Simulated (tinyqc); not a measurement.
Time-dependent dielectric breakdown: cell percolation, Weibull statistics, area scaling and voltage extrapolation: one step, computed by the program tinyqc. Command: `OMP_NUM_THREADS=1 python tinyqc.py 3024681 3024682 out.jsonl tddb walk`. One thread of a shared host (Intel(R) Xeon(R) Processor @ 2.30GHz), about 0.01 s of CPU time with the checks.

The oxide is divided into columns of area a^2, each holding m = t_ox/a cells (m is taken as continuous). A share lambda(t) = (t/t_1)^alpha of the cells is defective, and a column whose cells are all defective breaks down.

Task: Projection to use conditions. All three voltage laws share the slope n at the stress voltage. Factor t(V_u)/t(V): E law exp(n (1 - V_u/V)); 1/E law exp(n (V/V_u - 1)); power law (V/V_u)^n. Temperatures in kelvin are T(C) + 273.15. Temperature factor exp[(E_a/k_B)(1/T_u - 1/T)]; area factor (A/A_u)^(1/beta); percentile factor (-ln(1 - F))^(1/beta); life = t63 x all four; 1 year = 3.15576e7 s.

Inputs (values chosen for the exercise, for a model gate oxide):
```
quantity                                                  value  unit
test area A                                                   4  um^2
product area A_u                                         900000  um^2
stress voltage V                                           3.06     V
use voltage V_u                                             1.8     V
local exponent n = -d ln t/d ln V at the stress voltage      45     -
activation energy E_a                                      0.41    eV
stress temperature T                                        150     C
use temperature T_u                                         100     C
allowed failure fraction F                                1e-06     -
```

Voltage law used: E.

Weibull slope beta = 1.875

characteristic life t63 = 2817.423 s

Constants: k_B = 8.617333262e-05 eV/K.

Give: voltage factor; temperature factor; area factor; percentile factor; projected life.

Result:

voltage factor = 1.115e+08

temperature factor = 4.511

area factor = 0.001398

percentile factor = 6.310e-04

projected life = 0.03961 years

Area and percentile together cost 6.1 decades, voltage and temperature return 8.7; a ten-year target is missed. Caution: t_1 is an input here; in a real oxide it changes with thickness at fixed voltage.
